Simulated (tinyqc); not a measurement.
# Precursor delivery by bubblers, mass-transport growth and the solid composition of a III-V alloy, step by step

A worked calculation. Computed by tinyqc, a small Python program that keeps every step. Command: `OMP_NUM_THREADS=1 python tinyqc.py 3002651 3002652 out.jsonl movpe_thermo walk`. One thread of a shared host (Intel(R) Xeon(R) Processor @ 2.30GHz), about 0.01 s of CPU time with the checks. Intermediate numbers are printed to about 6 digits and carried at full precision; extremes and crossings named in words are read from the listed rows.

1 sccm = 44.615 micromol/min; 1 torr = 133.322 Pa. The sources decompose fully at the surface.

Inputs (values chosen for the exercise, modelled on trimethylgallium (source 1) and trimethylindium (source 2) for the vapour pressures):
```
quantity                                                                                                  value        unit
bath temperature T1                                                                                         277           K
bath temperature T2                                                                                         297           K
bubbler pressure p_b                                                                                        400        torr
carrier flow F1                                                                                              17        sccm
carrier flow F2                                                                                              34        sccm
total flow F_t                                                                                               18         slm
group-V flow F_V                                                                                             39        sccm
reactor pressure p                                                                                          200        torr
growth temperature T                                                                                        910           K
diffusivity at 273 K and 760 torr                                                                          0.49      cm^2/s
flow cross-section A                                                                                         49        cm^2
distance from the leading edge z                                                                            8.5          cm
lattice constant a                                                                                         5.69    angstrom
interaction L0 of the solid                                                                                20.9      kJ/mol
log10 of p_B,eq over pure BC at 1000 K and 1 torr of group V (exaggerated: liquid indium has about -4.1)   -2.6  log10 torr
enthalpy of that equilibrium H                                                                              258      kJ/mol
```

Alloy: mixing on the group-III sites, with desorption of B.

constants a, b of source 1 (log10 torr, K): 8.042  1703

constants a, b of source 2 (log10 torr, K): 10.49  3014

Constants: k_B = 1.380649e-23 J/K; R = 8.314462618 J/(mol K).

## Bubblers

log10 p_v = a - b/T_bath; molar flow = F x 44.615 x p_v/(p_b - p_v) for a saturated bubbler.

vapour pressure 1 = 78.3404 torr

molar flow 1 = 184.722 micromol/min

vapour pressure 2 = 2.19711 torr

molar flow 2 = 8.37807 micromol/min

One kelvin of bath error changes flow 1 by 6.4 % and flow 2 by 7.9 %.

## Partial pressures in the reactor

p_i = p n_i/(44615 F_t), F_t in slm; p_V = p F_V/(1000 F_t), counted per molecule supplied; V/III = 44.615 F_V/(n1 + n2); vapour fraction of source 2 = n2/(n1 + n2).

p_1 = 0.0460040 torr

p_2 = 0.00208651 torr

p_V = 0.433333 torr

V/III ratio = 9.01079

vapour fraction of source 2 = 0.0433872

Caution: so low a V/III ratio is near the limit of smooth growth.

## Mass transport

Mean velocity u = (F_t/A)(760/p)(T/273); D = D0 (T/273)^1.75 (760/p); boundary layer delta = sqrt(pi D z/u); flux = D dp/(delta k_B T); growth rate = flux x a^3/4.

velocity u = 77.5510 cm/s

D = 15.3115 cm^2/s

boundary layer delta = 2.29615 cm

growth rate per torr of group III = 117.321 micrometre/(h torr)

Caution: the boundary layer is a quarter or more of the root of the cross-section, so it fills much of the channel and depletion along the flow matters.

## Solid composition

A sticks fully. B desorbs: its surface pressure is p_B* = x gamma_B K/sqrt(p_V), ln gamma_B = L0 (1 - x)^2/(R T), K = 10^(log10 K at 1000 K) exp[-(H/R)(1/T - 1/1000)], p_V in torr. With equal diffusivities x = (p_2 - p_B*)/(p_1 + p_2 - p_B*). Growth rate = rate per torr x p_1/(1 - x).

K/sqrt(p_V) = 1.77325e-04 torr

solid fraction x = 0.0415305

share of B incorporated, 1 - p_B*/p_2 = 0.955353

growth rate = 5.63108 micrometre/h

Only 96 % of the B supplied is built in; more group V or a lower T would raise it.

## Incorporation against temperature

A sticks fully. B desorbs: its surface pressure is p_B* = x gamma_B K/sqrt(p_V), ln gamma_B = L0 (1 - x)^2/(R T), K = 10^(log10 K at 1000 K) exp[-(H/R)(1/T - 1/1000)], p_V in torr. With equal diffusivities x = (p_2 - p_B*)/(p_1 + p_2 - p_B*).

At fixed flows:
```
T (K)  K/sqrt(p_V) (torr)          x  share of B incorporated, 1 - p_B*/p_2
829           6.33582e-06  0.0432996                               0.997891
873           4.17949e-05  0.0428884                               0.987989
914           2.05864e-04  0.0412655                               0.948996
945           6.26983e-04  0.0378196                               0.866634
981           2.09209e-03  0.0294801                               0.669729
1016          6.22033e-03  0.0182414                               0.409664
1058          2.09105e-02  0.0079307                               0.176257
1119          1.03448e-01  0.0020556                               0.045415
```

x equals the vapour fraction 0.043 while gamma_B K/sqrt(p_V) is small against p_1 + p_2 = 0.048 torr and falls once it is not. Between the last rows the apparent energy R d ln x/d(1/T) is 218 kJ/mol, against H = 258.

Checks made by the program: the sensitivity to the bath against a difference (relative difference 1e-10).
